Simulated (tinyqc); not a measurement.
What moves the results: interface roughness in a thin film (subband fluctuation and scattering). A value that a table varies takes the place of the one given here.

Square well of width t, barriers V0, c = hbar^2/2m0: E1 solves k t + 2 atan[(k/mz)/(kappa/mb)] = pi, k = sqrt(mz E/c), kappa = sqrt(mb (V0 - E)/c). One interface is rough, so the subband edge fluctuates by G dt with G = |dE1/dt| (central difference of 0.01 angstrom; 2 E1/t for hard walls).

Gaussian roughness spectrum S(q) = pi D^2 Lc^2 exp(-q^2 Lc^2/4). Degenerate gas, taken to fill one subband (the second starts to fill once c kF^2/md exceeds E2 - E1, which is not tested here): kF = sqrt(2 pi Ns/gv), q = 2 kF sin(theta/2), 1/tau = (md/(2 pi c hbar)) G^2 times the integral from 0 to pi of S(q)(1 - cos theta)/eps(q)^2 dtheta, eps(q) = 1 + qs/q with screening (qs = gv md q0/(c eps), q0 = e^2/(4 pi eps0), form factors left out, which overstates the screening; other scattering is left out too, so these values lie far above measured mobilities in all but the thinnest films) or 1 without; mobility = tau c2/md with c2 = e/m0 = 1.75882e15 cm^2/(V s^2); 1e12/cm^2 = 1e-4/angstrom^2.

Constants: hbar^2/2m0 = 3.80998211 eV angstrom^2; hbar = 6.58211957e-16 eV s; e^2/(4 pi eps0) = 14.39964547 eV angstrom.

Inputs chosen for the exercise (near those of a thin InGaAs channel; not measured data): mz = 0.045 m0 (confinement mass); V0 = 2.11 eV (barrier); mb = 0.25 m0 (barrier mass); md = 0.046 m0 (mass in the plane); gv = 1 (valleys); D = 2.6 angstrom (rms height of the roughness); Lc = 38 angstrom (correlation length); Ns = 0.56 x 1e12/cm^2 (sheet density); eps = 10.5 (mean dielectric constant at the channel); ts = (23, 29, 36, 42, 52, 67, 88) angstrom (thicknesses); t = 42 angstrom (film thickness); Ll = (4, 8, 14, 22, 35, 55, 90) angstrom (correlation lengths).

## The sixth-power law

Screened mobility against thickness for the finite barrier and for hard walls.

Results:
```
t (angstrom)  E1 (meV)  G (meV/angstrom)  mobility (cm^2/(V s))  the same, hard walls
23               361.2            17.434               1.56e+03                  25.1
29               276.9            11.289               3.72e+03                   101
36               212.8             7.393               8.66e+03                   369
42               174.9             5.411               1.62e+04                   931
52               131.5             3.460               3.96e+04              3.35e+03
67                92.0             1.990               1.20e+05              1.53e+04
88                61.3             1.068               4.15e+05              7.87e+04
```

What can be read from the table?

With hard walls G goes as 1/t^3 and the mobility as t^6. With the finite barrier the local exponent is 3.75 at the thin end and 4.57 at the thick end, since the envelope leaks out and softens the dependence. The least value is 1.56e+03 cm^2/(V s). The gate field, which also presses carriers to the interface, is left out. Up to t = 36 angstrom G D exceeds half of EF - E1, where the Born rate fails.

## Correlation length

Fixed D; bare and screened mobility.

Results:
```
Lc (angstrom)  kF Lc  bare mobility (cm^2/(V s))  screened mobility (cm^2/(V s))
4               0.08                    4.21e+05                        9.88e+05
8               0.15                    1.07e+05                        2.50e+05
14              0.26                    3.60e+04                        8.48e+04
22              0.41                    1.57e+04                        3.72e+04
35              0.66                    7.52e+03                        1.80e+04
55              1.03                    4.74e+03                        1.17e+04
90              1.69                    5.16e+03                        1.45e+04
```

What can be read from the table?

The bare mobility is lowest at Lc = 55 angstrom of those listed (kF Lc = 1.03). The screened mobility is lowest at Lc = 55 angstrom of those listed (kF Lc = 1.03). Short roughness averages out (mobility as 1/Lc^2; the first two rows give exponent -1.98), and long roughness deflects only by small angles (bare mobility rising as Lc; the last two rows give 0.17).

## What each parameter does

G, G D, and the screened mobility. Each row changes one parameter from the base and keeps the others.

Results:
```
case                    G (meV/angstrom)  G D (meV)  mobility (cm^2/(V s))
base                               5.411      14.07              1.618e+04
t = 48 angstrom                    4.100      10.66              2.818e+04
D = 3.38 angstrom                  5.411      18.29                   9572
Lc = 46 angstrom                   5.411      14.07              1.321e+04
Ns = 0.896 x 1e12/cm^2             5.411      14.07              1.749e+04
mz = 0.052 m0                      5.304      13.79              1.683e+04
md = 0.053 m0                      5.411      14.07              1.350e+04
V0 = 1.48 eV                       4.549      11.83              2.289e+04
eps = 12.6                         5.411      14.07              1.437e+04
```

How do the results move?

The largest shifts from the base row, up to three for each result and ties (the steps differ in size, so this ranks the rows, not the parameters). G (meV/angstrom): t -1.311, V0 -0.862, mz -0.107; unchanged at the printed digits by D, Lc, Ns, md and eps. G D (meV): D +4.22, t -3.41, V0 -2.24; unchanged at the printed digits by Lc, Ns, md and eps. mobility (cm^2/(V s)): t +1.20e+04, V0 +6.71e+03, D -6.60e+03. In the base case G D is 0.48 times EF - E1 = 29.1 meV.

Run: tinyqc, `OMP_NUM_THREADS=1 python tinyqc.py 1281271 1281272 out.jsonl`; Intel(R) Xeon(R) Processor @ 2.30GHz, one thread, shared host; about 0.02 s of CPU time with all checks.
